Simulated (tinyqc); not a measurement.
# Minority carriers and saturation current of a heavily doped emitter: approximations to the Fermi level

n-type, parabolic bands, full ionisation. eta = (EF - Ec)/kB T solves N = Nc F12(eta), F12(x) = (2/sqrt(pi)) int_0^infinity sqrt(u)/(1 + exp(u - x)) du. The gap shrinks rigidly by dEg = E1 [ln(N/N0) + sqrt(ln^2(N/N0) + 0.5)], an empirical law that is here taken as the true narrowing.

With u = N/Nc: Boltzmann ln u; Joyce-Dixon ln u + 0.353553 u - 4.95009e-3 u^2 + 1.48386e-4 u^3 - 4.42563e-6 u^4; degenerate limit (3 sqrt(pi) u/4)^(2/3). The Einstein ratio is D/(mu Vt) = F12/Fm, Fm(x) = dF12/dx = (1/sqrt(pi)) int_0^infinity u^(-1/2)/(1 + exp(u - x)) du.

Values chosen for this exercise:
- Nc = 4.25e19 cm^-3 (conduction-band density of states at 400 K)

Approximations to the Fermi level:

| N (cm^-3) | N/Nc | eta | Boltzmann | Joyce-Dixon | degenerate | D/(mu Vt) |
|---|---|---|---|---|---|---|
| 2.7e18 | 0.063529 | -2.7338 | -2.7563 | -2.7338 | 0.19249 | 1.0224 |
| 5.4e18 | 0.12706 | -2.0183 | -2.0631 | -2.0183 | 0.30556 | 1.0448 |
| 1.1e19 | 0.25882 | -1.2604 | -1.3516 | -1.2604 | 0.49101 | 1.0909 |
| 2.3e19 | 0.54118 | -0.42410 | -0.61401 | -0.42410 | 0.80288 | 1.1885 |
| 4.6e19 | 1.0824 | 0.45619 | 0.079137 | 0.45619 | 1.2745 | 1.3716 |
| 9.4e19 | 2.2118 | 1.5531 | 0.79379 | 1.5531 | 2.0523 | 1.7380 |
| 1.9e20 | 4.4706 | 2.9908 | 1.4975 | 2.9907 | 3.2810 | 2.4163 |
| 3.9e20 | 9.1765 | 5.1334 | 2.2166 | 5.1275 | 5.2992 | 3.6581 |
| 7.9e20 | 18.588 | 8.3844 | 2.9225 | 8.2088 | 8.4837 | 5.7254 |
| 1.6e21 | 37.647 | 13.519 | 3.6283 | 8.9502 | 13.580 | 9.0950 |

Boltzmann is within 0.1 of eta up to N/Nc = 0.26, Joyce-Dixon within 0.01 up to 9.2, and the degenerate limit is off by 0.061 in the last row. The Einstein ratio rises from 1.02 to 9.10: degenerate carriers diffuse faster for the same mobility.

Range of the model: Band tails, non-parabolic bands and incomplete ionisation are left out.

Numbers from tinyqc (`OMP_NUM_THREADS=1 python tinyqc.py 2330068 2330069 out.jsonl`; about 0.01 s on one thread of a shared Intel Xeon 2.30GHz).
